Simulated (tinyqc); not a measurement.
What moves the results: heavy doping: gap narrowing, degeneracy and the minority density. A value that a table varies takes the place of the one given here.

F_j(eta) = (1/Gamma(j + 1)) integral_0^infinity x^j dx/(1 + exp(x - eta)), which tends to exp(eta) for eta << 0.

Empirical narrowing (Slotboom form, constants chosen for the exercise; published fits of this form give the apparent narrowing, here it is taken as the true one): dEg = E0 [ln(N/N0) + sqrt(ln(N/N0)^2 + C)].

Majority: N = Nv F_1/2(eta), eta the distance of EF beyond the majority band edge in kT. Degeneracy factor gam = F_1/2(eta)/exp(eta). ni0^2 = Nc Nv exp(-Eg/kT); product n p = ni0^2 gam exp(dEg/kT), dEg the true narrowing; apparent narrowing dEa = dEg + kT ln gam; minority density = n p/N.

Bipolar transistor with N as emitter doping: beta = K (N/NB) exp((dEa_B + dG - dEa_E)/kT), dEa_E = dEg(N) + kT ln gam, dEa_B = dEg(NB). For the sweep in T, Nv is scaled as (T/T0)^(3/2) from its value at T0 = T.

Constants: kB = 8.617333262e-05 eV/K.

Values chosen for the exercise (gap and densities of states near those of Si at this temperature; narrowing constants near the fits for Si; not measured data): Eg = 1.117 eV (gap); Nc = 4.12e+19 1/cm^3 (conduction-band density of states); Nv = 1.66e+19 1/cm^3 (valence-band density of states); T = 400 K; E0 = 6.55 meV (narrowing scale); N0 = 1.2e+17 1/cm^3 (onset density); C = 0.5 (smoothing constant); N = 1e+18 1/cm^3 (ionised acceptors, equal to the majority density); NB = 6e+16 1/cm^3 (base doping); K = 3.4 (ratio (D_B W_E)/(D_E W_B)); dG = 80 meV (extra narrowing of the base by alloying).

## Narrowing against degeneracy

N takes the values listed; the last column is N over the factor gam exp(dEg/kT), the doping that a simple model would need to give the same minority density.

Results:
```
N (1/cm^3),eta,gam,dEg (meV),dEa (meV),minority (1/cm^3),effective doping (1/cm^3)
5.0e+16,-5.80,0.999,1.6,1.6,1.21e+08,4.77e+16
2.0e+17,-4.41,0.996,9.1,8.9,3.74e+07,1.54e+17
5.0e+17,-3.49,0.989,19.8,19.4,2.03e+07,2.85e+17
2.0e+18,-2.07,0.958,37.4,36.0,8.19e+06,7.05e+17
5.0e+18,-1.09,0.899,49.3,45.6,4.34e+06,1.33e+18
2.0e+19,0.61,0.658,67.3,52.9,1.34e+06,4.31e+18
5.0e+19,2.13,0.359,79.3,44.0,4.14e+05,1.39e+19
1.0e+20,3.77,0.138,88.3,20.2,1.04e+05,5.57e+19
3.0e+20,8.22,0.00484,102.7,-81.0,1.83e+03,3.15e+21
```

How do the results move?

dEg grows steadily to 102.7 meV, while the apparent value peaks at 52.9 meV for N = 2e+19 and falls to -81.0 meV as the Fermi level enters the band (a negative value is not met in measurements: parabolic bands with a fixed mass overstate the filling). N grows by a factor 40 from the third to the sixth row and the effective doping by 15.1.

## Current gain against temperature

Gain:
```
T (K),beta,beta with dG = 0,without narrowing
150,3.87e+03,7.95,56.7
200,1.34e+03,12.9,56.7
250,706,17.2,56.7
300,462,20.9,56.7
350,342,24.1,56.7
400,273,26.8,56.7
450,229,29.1,56.7
```

dEa_B + dG - dEa_E at T0 = 54.2 meV

How do the results move?

beta is 3.87e+03 at 150 K and 229 at 450 K, since the net exponent is positive: the gap is narrower in the base. At 300 K narrowing and degeneracy change the gain by a factor 0.37 and alloying the base by 22.1.

## What moves the minority density and the gain

All results formed anew. Each row changes one parameter from the base and keeps the others.

Results:
```
case,dEg (meV),dEa (meV),minority (1/cm^3),beta
base,28.53,27.79,1.29e+07,273
N = 2e+18 1/cm^3,37.43,35.96,8.19e+06,430
E0 = 7.86 meV,34.23,33.50,1.53e+07,234
N0 = 2.4e+17 1/cm^3,19.78,19.05,1.00e+07,343
Eg = 1.137 eV,28.53,27.79,7.24e+06,273
Nv = 2.16e+19 1/cm^3,28.53,27.96,1.69e+07,271
NB = 1.2e+17 1/cm^3,28.53,27.79,1.29e+07,147
```

How do the results move?

The largest shifts from the base row, up to three for each result and ties (the steps differ in size, so this ranks the rows, not the parameters). dEg (meV): N +8.90, N0 -8.75, E0 +5.71; unchanged at the printed digits by Eg, Nv and NB. dEa (meV): N0 -8.75, N +8.17, E0 +5.71; unchanged at the printed digits by Eg and NB. minority (1/cm^3): Eg -5.69e+06, N -4.74e+06, Nv +3.98e+06; unchanged at the printed digits by NB. beta: N +158, NB -125, N0 +70.4; unchanged at the printed digits by Eg.

Run: tinyqc, `OMP_NUM_THREADS=1 python tinyqc.py 1652677 1652678 out.jsonl`; Intel(R) Xeon(R) Processor @ 2.30GHz, one thread, shared host; about 0.01 s of CPU time with all checks.
